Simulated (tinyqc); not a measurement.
Changing the exchange current of the suppressed surface i_0: bottom-up copper filling of a trench by curvature-enhanced accelerator coverage. Computed by tinyqc, a small Python program. Command: `OMP_NUM_THREADS=1 python tinyqc.py 3021046 3021047 out.jsonl superfill sweep`. One thread of a shared host (Intel(R) Xeon(R) Processor @ 2.30GHz), about 0.08 s of CPU time with the checks.

A rectangular trench keeps vertical walls and a flat floor. An accelerator floats on the surface; where area is lost in the corners it is passed on to the floor.

Inputs (values chosen for the exercise, close to those used for damascene copper plating):
```
quantity,value,unit
trench width w,130,nm
aspect ratio h/w,1.8,-
exchange current of the accelerated surface i_1,2,mA/cm^2
transfer coefficient alpha,0.41,-
overpotential eta,0.093,V
starting coverage theta_0,0.074,-
adsorption rate k_a,0.00074,1/s
cupric ion concentration C,0.39,mol/l
diffusivity D,5.5e-06,cm^2/s
boundary layer delta,23,um
temperature T,298,K
```

Constants: e = 1.602176634e-19 C; N_A = 6.02214076e+23 1/mol; k_B = 8.617333262e-05 eV/K.

Method. Kinetic current i_k = [i_0 (1 - theta) + i_1 theta] exp(alpha eta/(k_B T)), limit i_L = 2 F D C/delta, i = 1/(1/i_k + 1/i_L); velocity v = i Omega/(2F), Omega = 7.11 cm^3/mol, F = e N_A. Depletion inside the trench is ignored. Half width x, floor height y, depth h = aspect ratio x w. dx/dt = -v_s, dy/dt = v_b. d theta_b/dt = k_a (1 - theta_b) + [theta_s v_b + theta_b v_s]/x: the floor takes the accelerator of the wall it covers and keeps its own as it narrows. d theta_s/dt = k_a (1 - theta_s). theta_b is capped at 1. Integrate (tolerance 1e-9) until the walls meet (x = 0.02 w/2) or the floor passes the original mouth y = h. Start: x = w/2, y = 0, theta_b = theta_s = theta_0. Height filled = y/h, opening left = x/(w/2).

One run for each value:
```
exchange current of the suppressed surface i_0 (mA/cm^2),ratio v(1)/v(theta_0),share of the height filled from the floor,"opening left, as a share of w"
0.010,12.170,0.94520,0.02
0.019,11.560,0.92835,0.02
0.037,10.507,0.89577,0.02
0.072,8.928,0.83684,0.02
0.140,6.913,0.73882,0.02
0.270,4.837,0.60284,0.02
0.520,3.075,0.45773,0.02
1.000,1.822,0.34462,0.02
```

Over the rows, ratio v(1)/v(theta_0) falls from 12.2 to 1.82 (exponent d ln y / d ln x -0.080 between the first rows and -0.80 between the last); share of the height filled from the floor falls from 0.945 to 0.345 (exponent d ln y / d ln x -0.028 between the first rows and -0.43 between the last); opening left, as a share of w does not change. A stronger suppressor (smaller i_0) raises the contrast, until theta_0 i_1 outweighs i_0.

Caution (all rows): real profiles develop slanted corners, and accelerator is consumed; both are left out.
